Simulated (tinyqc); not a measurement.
# Off-state leakage of single and stacked transistors: two studies

n-channel devices of unit width. Subthreshold current I(Vg, Vs, Vd) = I0 (T/300 K)^0.5 exp[(Vg - Vs - VT(T) - gb (Vs - Vb) + dd (Vd - Vs))/(nf Vt)] (1 - exp(-(Vd - Vs)/Vt)), VT(T) = VT - cT (T - 300 K). Gate-edge tunnelling Ig (Vd/1 V) exp(ag (Vd - 1 V)), for a gate at 0 V, and band-to-band leakage Ab u exp(-Bb/u), u = Vd - Vb + 1 V, flow at a drain held at V; both are taken as independent of T. In a stack of off transistors (all gates at 0 V) the same subthreshold current passes through each.

Inputs (values chosen for the exercise); values of the order met in bulk silicon logic transistors:
- T = 300 K (temperature)
- V = 0.9 V (supply voltage)
- VT = 0.37 V (threshold at 300 K, zero drain and body bias)
- cT = 0.7 mV/K (fall of the threshold with temperature)
- I0 = 0.17 uA/um (current at threshold at 300 K)
- nf = 1.23 (slope factor)
- dd = 0.08 (drain-induced lowering per volt)
- gb = 0.16 (rise of the threshold per volt of source-body bias)
- Ig = 0.0004 uA/um (gate-edge tunnelling current at 1 V)
- ag = 4.4 1/V (exponential slope of the gate current)
- Ab = 100 uA/(um V) (prefactor of band-to-band leakage at the drain)
- Bb = 19 V (its exponential voltage)
- Vb = 0 V (body voltage)

Constants: q = 1.602176634e-19 C, kB = 1.380649e-23 J/K, Vt = kB T/q. Results are converted to the units shown.

Each table varies one quantity; the others keep the values above.

## Subthreshold current against the height of the stack

All n gates at 0 V, bottom source at 0 V, top drain at V; node voltages follow from equal currents.

Subthreshold current against the height of the stack:

| n | I (nA/um) | reduction factor | drain voltage of the bottom device (mV) | source voltage of the top device (mV) | voltage across the top device (V) |
|---|---|---|---|---|---|
| 1 | 0.014467 | 1.0000 | 900.00 | 0 | 0.90000 |
| 2 | 0.0015473 | 9.3500 | 57.323 | 57.323 | 0.84268 |
| 3 | 7.9295e-4 | 18.245 | 18.127 | 74.466 | 0.82553 |
| 4 | 5.3154e-4 | 27.218 | 10.901 | 84.723 | 0.81528 |
| 5 | 3.9941e-4 | 36.222 | 7.8031 | 92.051 | 0.80795 |
| 6 | 3.1977e-4 | 45.243 | 6.0775 | 97.754 | 0.80225 |

The second transistor cuts the current by a factor of 9.35, the third by a further 1.95 and the sixth by 1.25. The top device keeps 89.1 % of the supply at n = 6, while the drain voltage of the bottom one falls to 0.235 Vt.

## Leakage components against the supply voltage

Same model as above.

One transistor with Vg = Vs = 0, Vd = V; stack factor I(one)/I(two in series).

Result of one run:

| V (V) | subthreshold (nA/um) | gate edge (nA/um) | band-to-band (nA/um) | total (nA/um) | stack factor | largest part |
|---|---|---|---|---|---|---|
| 0.9 | 0.014467 | 0.23185 | 8.6260 | 8.8723 | 9.3500 | band-to-band |

What becomes of these results when the supply voltage V is changed from 0.9 to 1.3 V, all else the same?

Result of the changed run:

| V (V) | subthreshold (nA/um) | gate edge (nA/um) | band-to-band (nA/um) | total (nA/um) | stack factor | largest part |
|---|---|---|---|---|---|---|
| 1.3 | 0.039577 | 1.9466 | 59.440 | 61.426 | 22.559 | band-to-band |

The whole series:

| V (V) | subthreshold (nA/um) | gate edge (nA/um) | band-to-band (nA/um) | total (nA/um) | stack factor | largest part |
|---|---|---|---|---|---|---|
| 0.5 | 0.0052885 | 0.022161 | 0.47318 | 0.50063 | 4.2179 | band-to-band |
| 0.6 | 0.0068013 | 0.041291 | 1.1140 | 1.1621 | 5.0870 | band-to-band |
| 0.7 | 0.0087470 | 0.074798 | 2.3800 | 2.4635 | 6.1882 | band-to-band |
| 0.8 | 0.011249 | 0.13273 | 4.6887 | 4.8327 | 7.5831 | band-to-band |
| 0.9 | 0.014467 | 0.23185 | 8.6260 | 8.8723 | 9.3500 | band-to-band |
| 1 | 0.018606 | 0.40000 | 14.970 | 15.389 | 11.588 | band-to-band |
| 1.1 | 0.023928 | 0.68319 | 24.711 | 25.418 | 14.422 | band-to-band |
| 1.2 | 0.030773 | 1.1572 | 39.057 | 40.245 | 18.012 | band-to-band |
| 1.3 | 0.039577 | 1.9466 | 59.440 | 61.426 | 22.559 | band-to-band |
| 1.4 | 0.050898 | 3.2550 | 87.508 | 90.814 | 28.318 | band-to-band |

As V goes from 0.5 to 1.4, the total leakage rises from 0.501 to 90.8 nA/um. The band-to-band part leads at V = 0.5 and in all other rows. The reduction by a stack of two rises from 4.22 to 28.3, for the subthreshold part alone.

Numbers from tinyqc (`OMP_NUM_THREADS=1 python tinyqc.py 2242172 2242173 out.jsonl`; about 0.04 s on one thread of a shared Intel Xeon 2.30GHz).
